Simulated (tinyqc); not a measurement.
Worked calculation: CCSD on RHF in the sto-6g basis, for H6, spin multiplicity 1. One step of it, computed by the program tinyqc.

Task: Integrals over molecular orbitals. (pq|rs) = sum C_ip C_jq C_kr C_ls (ij|kl), one index at a time.

coefficients C, order 1H 1s, 2H 1s, 3H 1s, 4H 1s, 5H 1s, 6H 1s:
```
[[0.170525, 0.355412, -0.436147, 0.633980, -0.737430, 0.492943],
 [0.265716, 0.409228, -0.282647, -0.382206, 0.897233, -0.862161],
 [0.364021, 0.115227, 0.439330, -0.596538, -0.326181, 1.133519],
 [0.364021, -0.115227, 0.439330, 0.596538, -0.326181, -1.133519],
 [0.265716, -0.409228, -0.282647, 0.382206, 0.897233, 0.862161],
 [0.170525, -0.355412, -0.436147, -0.633980, -0.737430, -0.492943]]
```

core Hamiltonian H = T + V (hartree), order 1H 1s, 2H 1s, 3H 1s, 4H 1s, 5H 1s, 6H 1s:
```
[[-1.755058, -1.294431, -0.347481, -0.081675, -0.012000, -0.001970],
 [-1.294431, -2.129918, -1.194775, -0.365883, -0.063478, -0.012000],
 [-0.347481, -1.194775, -2.277368, -1.468935, -0.365883, -0.081675],
 [-0.081675, -0.365883, -1.468935, -2.277368, -1.194775, -0.347481],
 [-0.012000, -0.063478, -0.365883, -1.194775, -2.129918, -1.294431],
 [-0.001970, -0.012000, -0.081675, -0.347481, -1.294431, -1.755058]]
```

Two-electron integrals (ij|kl) in chemists' order, unique and non-zero (hartree):
```
(11|11) 0.774999   (21|11) 0.366587   (21|21) 0.212531   (22|11) 0.517729
(22|21) 0.366587   (22|22) 0.774999   (31|11) 0.064712   (31|21) 0.041414
(31|22) 0.081069   (31|31) 0.009578   (32|11) 0.176187   (32|21) 0.129196
(32|22) 0.292751   (32|31) 0.034842   (32|32) 0.143235   (33|11) 0.274334
(33|21) 0.200451   (33|22) 0.466150   (33|31) 0.064712   (33|32) 0.292751
(33|33) 0.774999   (41|11) 0.011753   (41|21) 0.007670   (41|22) 0.015403
(41|31) 0.001916   (41|32) 0.007321   (41|33) 0.015403   (41|41) 0.000414
(42|11) 0.040400   (42|21) 0.028980   (42|22) 0.064712   (42|31) 0.008293
(42|32) 0.034842   (42|33) 0.081069   (42|41) 0.001916   (42|42) 0.009578
(43|11) 0.127964   (43|21) 0.089878   (43|22) 0.200451   (43|31) 0.028980
(43|32) 0.129196   (43|33) 0.366587   (43|41) 0.007670   (43|42) 0.041414
(43|43) 0.212531   (44|11) 0.188756   (44|21) 0.127964   (44|22) 0.274334
(44|31) 0.040400   (44|32) 0.176187   (44|33) 0.517729   (44|41) 0.011753
(44|42) 0.064712   (44|43) 0.366587   (44|44) 0.774999   (51|11) 0.001365
(51|21) 0.000902   (51|22) 0.001835   (51|31) 0.000235   (51|32) 0.000919
(51|33) 0.002047   (51|41) 0.000054   (51|42) 0.000258   (51|43) 0.001114
(51|44) 0.001893   (51|51) 0.000008   (52|11) 0.005654   (52|21) 0.003954
(52|22) 0.008632   (52|31) 0.001145   (52|32) 0.004788   (52|33) 0.011610
(52|41) 0.000280   (52|42) 0.001420   (52|43) 0.006576   (52|44) 0.011610
(52|51) 0.000041   (52|52) 0.000233   (53|11) 0.025586   (53|21) 0.017383
(53|22) 0.037332   (53|31) 0.005393   (53|32) 0.023276   (53|33) 0.064712
(53|41) 0.001472   (53|42) 0.007880   (53|43) 0.041414   (53|44) 0.081069
(53|51) 0.000235   (53|52) 0.001420   (53|53) 0.009578   (54|11) 0.076087
(54|21) 0.050140   (54|22) 0.103953   (54|31) 0.015077   (54|32) 0.063315
(54|33) 0.176187   (54|41) 0.004330   (54|42) 0.023276   (54|43) 0.129196
(54|44) 0.292751   (54|51) 0.000769   (54|52) 0.004788   (54|53) 0.034842
(54|54) 0.143235   (55|11) 0.137806   (55|21) 0.088720   (55|22) 0.178940
(55|31) 0.025586   (55|32) 0.103953   (55|33) 0.274334   (55|41) 0.007134
(55|42) 0.037332   (55|43) 0.200451   (55|44) 0.466150   (55|51) 0.001365
(55|52) 0.008632   (55|53) 0.064712   (55|54) 0.292751   (55|55) 0.774999
(61|11) 0.000182   (61|21) 0.000122   (61|22) 0.000253   (61|31) 0.000033
(61|32) 0.000133   (61|33) 0.000307   (61|41) 0.000008   (61|42) 0.000039
(61|43) 0.000174   (61|44) 0.000307   (61|51) 1.15e-06   (61|52) 0.000006
(61|53) 0.000039   (61|54) 0.000133   (61|55) 0.000253   (61|61) 1.82e-07
(62|11) 0.000921   (62|21) 0.000634   (62|22) 0.001365   (62|31) 0.000184
(62|32) 0.000769   (62|33) 0.001893   (62|41) 0.000046   (62|42) 0.000235
(62|43) 0.001114   (62|44) 0.002047   (62|51) 0.000007   (62|52) 0.000041
(62|53) 0.000258   (62|54) 0.000919   (62|55) 0.001835   (62|61) 1.15e-06
(62|62) 0.000008   (63|11) 0.005099   (63|21) 0.003397   (63|22) 0.007134
(63|31) 0.001025   (63|32) 0.004330   (63|33) 0.011753   (63|41) 0.000279
(63|42) 0.001472   (63|43) 0.007670   (63|44) 0.015403   (63|51) 0.000046
(63|52) 0.000280   (63|53) 0.001916   (63|54) 0.007321   (63|55) 0.015403
(63|61) 0.000008   (63|62) 0.000054   (63|63) 0.000414   (64|11) 0.019404
(64|21) 0.012579   (64|22) 0.025586   (64|31) 0.003673   (64|32) 0.015077
(64|33) 0.040400   (64|41) 0.001025   (64|42) 0.005393   (64|43) 0.028980
(64|44) 0.064712   (64|51) 0.000184   (64|52) 0.001145   (64|53) 0.008293
(64|54) 0.034842   (64|55) 0.081069   (64|61) 0.000033   (64|62) 0.000235
(64|63) 0.001916   (64|64) 0.009578   (65|11) 0.070336   (65|21) 0.044676
(65|22) 0.088720   (65|31) 0.012579   (65|32) 0.050140   (65|33) 0.127964
(65|41) 0.003397   (65|42) 0.017383   (65|43) 0.089878   (65|44) 0.200451
(65|51) 0.000634   (65|52) 0.003954   (65|53) 0.028980   (65|54) 0.129196
(65|55) 0.366587   (65|61) 0.000122   (65|62) 0.000902   (65|63) 0.007670
(65|64) 0.041414   (65|65) 0.212531   (66|11) 0.112043   (66|21) 0.070336
(66|22) 0.137806   (66|31) 0.019404   (66|32) 0.076087   (66|33) 0.188756
(66|41) 0.005099   (66|42) 0.025586   (66|43) 0.127964   (66|44) 0.274334
(66|51) 0.000921   (66|52) 0.005654   (66|53) 0.040400   (66|54) 0.176187
(66|55) 0.517729   (66|61) 0.000182   (66|62) 0.001365   (66|63) 0.011753
(66|64) 0.064712   (66|65) 0.366587   (66|66) 0.774999
```

Give: one-electron integrals over orbitals h = C^T H C; Two-electron integrals over orbitals.

Result:

one-electron integrals over orbitals h = C^T H C (hartree):
```
[[-2.3519, 0.0000, -0.1499, 0.0000, -0.0729, 0.0000],
 [0.0000, -2.1025, 0.0000, 0.2021, 0.0000, 0.0526],
 [-0.1499, 0.0000, -2.0052, 0.0000, 0.1717, 0.0000],
 [0.0000, 0.2021, 0.0000, -1.6992, 0.0000, 0.1607],
 [-0.0729, 0.0000, 0.1717, 0.0000, -1.3680, 0.0000],
 [0.0000, 0.0526, 0.0000, 0.1607, 0.0000, -1.1752]]
```

Two-electron integrals over orbitals (pq|rs), unique and non-zero (hartree):
```
(11|11) 0.4347    (21|21) 0.1307    (22|11) 0.3478    (22|22) 0.3911
(31|11) 0.0826    (31|22) -0.0388   (31|31) 0.1138    (32|21) -0.1131
(32|32) 0.1362    (33|11) 0.3860    (33|22) 0.3577    (33|31) 0.0319
(33|33) 0.3884    (41|21) -0.0461   (41|32) -0.0095   (41|41) 0.0809
(42|11) -0.0726   (42|22) -0.0060   (42|31) -0.0576   (42|33) -0.0103
(42|42) 0.0811    (43|21) -0.0758   (43|32) 0.0766    (43|41) 0.0126
(43|43) 0.0925    (44|11) 0.3895    (44|22) 0.3604    (44|31) 0.0306
(44|33) 0.3798    (44|42) -0.0223   (44|44) 0.3953    (51|11) 0.0066
(51|22) 0.0336    (51|31) -0.0298   (51|33) -0.0136   (51|42) -0.0325
(51|44) -0.0024   (51|51) 0.0517    (52|21) 0.0353    (52|32) 0.0009
(52|41) -0.0546   (52|43) 0.0352    (52|52) 0.0860    (53|11) -0.0785
(53|22) -0.0098   (53|31) -0.0616   (53|33) -0.0240   (53|42) 0.0755
(53|44) -0.0201   (53|51) -0.0249   (53|53) 0.0818    (54|21) -0.1158
(54|32) 0.1294    (54|41) 0.0020    (54|43) 0.0778    (54|52) -0.0035
(54|54) 0.1396    (55|11) 0.3670    (55|22) 0.3975    (55|31) -0.0261
(55|33) 0.3728    (55|42) -0.0132   (55|44) 0.3819    (55|51) 0.0326
(55|53) -0.0159   (55|55) 0.4248    (61|21) 0.0018    (61|32) 0.0206
(61|41) -0.0297   (61|43) -0.0436   (61|52) -0.0309   (61|54) 0.0174
(61|61) 0.0671    (62|11) -0.0103   (62|22) -0.0365   (62|31) 0.0276
(62|33) 0.0037    (62|42) 0.0278    (62|44) 0.0053    (62|51) -0.0465
(62|53) 0.0296    (62|55) -0.0359   (62|62) 0.0490    (63|21) 0.0479
(63|32) 0.0011    (63|41) -0.0755   (63|43) -0.0150   (63|52) 0.0541
(63|54) 0.0008    (63|61) 0.0288    (63|63) 0.0811    (64|11) -0.0852
(64|22) 0.0308    (64|31) -0.1089   (64|33) -0.0344   (64|42) 0.0595
(64|44) -0.0353   (64|51) 0.0267    (64|53) 0.0626    (64|55) 0.0294
(64|62) -0.0271   (64|64) 0.1187    (65|21) -0.1335   (65|32) 0.1180
(65|41) 0.0469    (65|43) 0.0805    (65|52) -0.0368   (65|54) 0.1249
(65|61) -0.0024   (65|63) -0.0532   (65|65) 0.1517    (66|11) 0.4661
(66|22) 0.3738    (66|31) 0.0899    (66|33) 0.4178    (66|42) -0.0805
(66|44) 0.4268    (66|51) 0.0076    (66|53) -0.0894   (66|55) 0.4054
(66|62) -0.0124   (66|64) -0.0997   (66|66) 0.5306
```
